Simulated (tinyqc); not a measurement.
# Off-state leakage of single and stacked transistors: what changes with what

n-channel devices of unit width. Subthreshold current I(Vg, Vs, Vd) = I0 (T/300 K)^0.5 exp[(Vg - Vs - VT(T) - gb (Vs - Vb) + dd (Vd - Vs))/(nf Vt)] (1 - exp(-(Vd - Vs)/Vt)), VT(T) = VT - cT (T - 300 K). Gate-edge tunnelling Ig (Vd/1 V) exp(ag (Vd - 1 V)), for a gate at 0 V, and band-to-band leakage Ab u exp(-Bb/u), u = Vd - Vb + 1 V, flow at a drain held at V; both are taken as independent of T. In a stack of off transistors (all gates at 0 V) the same subthreshold current passes through each.

Inputs (values chosen for the exercise); values of the order met in bulk silicon logic transistors:

| symbol | value | unit | meaning |
|---|---|---|---|
| T | 358 | K | temperature |
| V | 0.7 | V | supply voltage |
| VT | 0.29 | V | threshold at 300 K, zero drain and body bias |
| cT | 0.8 | mV/K | fall of the threshold with temperature |
| I0 | 0.15 | uA/um | current at threshold at 300 K |
| nf | 1.2 |  | slope factor |
| dd | 0.14 |  | drain-induced lowering per volt |
| gb | 0.14 |  | rise of the threshold per volt of source-body bias |
| Ig | 0.0001 | uA/um | gate-edge tunnelling current at 1 V |
| ag | 5.4 | 1/V | exponential slope of the gate current |
| Ab | 20 | uA/(um V) | prefactor of band-to-band leakage at the drain |
| Bb | 21 | V | its exponential voltage |
| Vb | -0.3 | V | body voltage |

Constants: q = 1.602176634e-19 C, kB = 1.380649e-23 J/K, Vt = kB T/q. Results are converted to the units shown.

Each table varies one quantity; the others keep the values above.

## Subthreshold current against the height of the stack

All n gates at 0 V, bottom source at 0 V, top drain at V; node voltages follow from equal currents.

Results:
columns A: n; B: I (nA/um); C: reduction factor; D: drain voltage of the bottom device (mV); E: source voltage of the top device (mV); F: voltage across the top device (V)
```
A        B      C      D      E       F
1    1.032  1.000  700.0      0  0.7000
3  0.04193  24.61  23.01  92.64  0.6074
4  0.02745  37.60  13.60  104.9  0.5951
5  0.02035  50.71  9.641  113.5  0.5865
6  0.01615  63.89  7.459  120.2  0.5798
```

Estimate the missing row, n = 2.

Computed row:
columns A: n; B: I (nA/um); C: reduction factor; D: drain voltage of the bottom device (mV); E: source voltage of the top device (mV); F: voltage across the top device (V)
```
A        B      C      D      E       F
2  0.08650  11.93  71.70  71.70  0.6283
```

With this row back in the table: The second transistor cuts the current by a factor of 11.9, the third by a further 2.06 and the sixth by 1.26. The top device keeps 82.8 % of the supply at n = 6, while the drain voltage of the bottom one falls to 0.242 Vt.

## Leakage components against the body voltage

Same model as above.

One transistor with Vg = Vs = 0, Vd = V; stack factor I(one)/I(two in series).

The same in every row: gate edge (nA/um) = 0.01385; stack factor = 11.93.

Leakage components against the body voltage:
```
Vb (V)  subthreshold (nA/um)  band-to-band (nA/um)  total (nA/um)  largest part
0.2                    6.837               0.02495          6.876  subthreshold
0                      3.209                0.1468          3.370  subthreshold
-0.2                   1.506                0.6021          2.122  subthreshold
-0.4                  0.7070                 1.907          2.628  band-to-band
-0.6                  0.3319                 4.983          5.328  band-to-band
-0.8                  0.1558                 11.24          11.41  band-to-band
-1                   0.07311                 22.62          22.71  band-to-band
-1.2                 0.03432                 41.55          41.59  band-to-band
-1.4                 0.01611                 70.86          70.89  band-to-band
```

As Vb goes from 0.2 to -1.4, the total leakage goes from 6.88 through a minimum of 2.12 (at Vb = -0.2 among the rows listed) to 70.9 nA/um. The subthreshold part leads at Vb = 0.2, the band-to-band part from -0.4 on. The exact minimum lies at Vb = -0.244 V: reverse body bias lowers the subthreshold part by a decade every nf Vt ln 10/gb = 0.609 V but raises the band-to-band part. The reduction by a stack of two stays at 11.9, for the subthreshold part alone. For Vb = 0.2 the body is forward biased; the junction current, left out, is still small at this voltage.

Program tinyqc, `OMP_NUM_THREADS=1 python tinyqc.py 2242157 2242158 out.jsonl`; Intel Xeon 2.30GHz, shared host, one thread, about 0.03 s.
